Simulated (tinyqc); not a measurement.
From parabola to cone: four-band model of biased bilayer graphene near K.

Basis A1, B1, A2, B2, with B1 below A2; p = kx + i ky, v_j = (sqrt3/2) a g_j. Diagonal -U/2, -U/2, U/2, U/2; <A1|B1> = <A2|B2> = v0 p*, <B1|A2> = g1, <A1|B2> = v3 p, <A1|A2> = <B1|B2> = -v4 p*.

Inputs chosen for the exercise (near those used for Bernal bilayer graphene; shifted at random, so the results belong to these values and not to a real crystal): a = 2.46 angstrom (lattice constant); g0 = 2.91 eV (hopping in a layer); g1 = 0.371 eV (hopping of the dimer sites); g3 = 0.29 eV (skew hopping A1-B2); g4 = 0.09 eV (skew hopping A1-A2).

U = 0, along kx. Parabola: v0^2 k^2/g1. Hyperbola: sqrt(g1^2/4 + v0^2 k^2) - g1/2. Then bands 3 and 2 of the full matrix for +kx and band 3 for -kx.

Energies (eV):
```
k (1/angstrom),parabola,hyperbola,"band 3, +kx","band 2, +kx","band 3, -kx"
0.002,0.0004,0.0004,0.0008,-0.0008,0.0017
0.005,0.0026,0.0026,0.0007,-0.0003,0.0058
0.010,0.0104,0.0101,0.0047,-0.0035,0.0167
0.020,0.0414,0.0376,0.0285,-0.0242,0.0511
0.030,0.0932,0.0772,0.0657,-0.0573,0.0971
0.050,0.2590,0.1757,0.1610,-0.1442,0.2074
0.080,0.6630,0.3440,0.3258,-0.2966,0.3920
0.120,1.4918,0.5812,0.5586,-0.5135,0.6502
```

The parabola is 3 % above the hyperbola at 0.01 and a factor 2.57 at 0.12 1/angstrom, where the slope nears v0. g3 makes +kx and -kx differ, by 31.4 meV at 0.03, and g4 makes electrons and holes differ, |band 3| - |band 2| = +8.3 meV there. Without bias the bands touch in four small cones, one at K and three at k = g1 v3/v0^2 = 0.0060 1/angstrom from it; their pockets join near g1 (g3/g0)^2/4 = 0.9 meV.

Computed by tinyqc, a small Python program: `OMP_NUM_THREADS=1 python tinyqc.py 1451778 1451779 out.jsonl` (the numbers bound the seed that draws the inputs); one thread of a shared host (Intel(R) Xeon(R) Processor @ 2.30GHz), about 0.03 s for the whole set of steps.
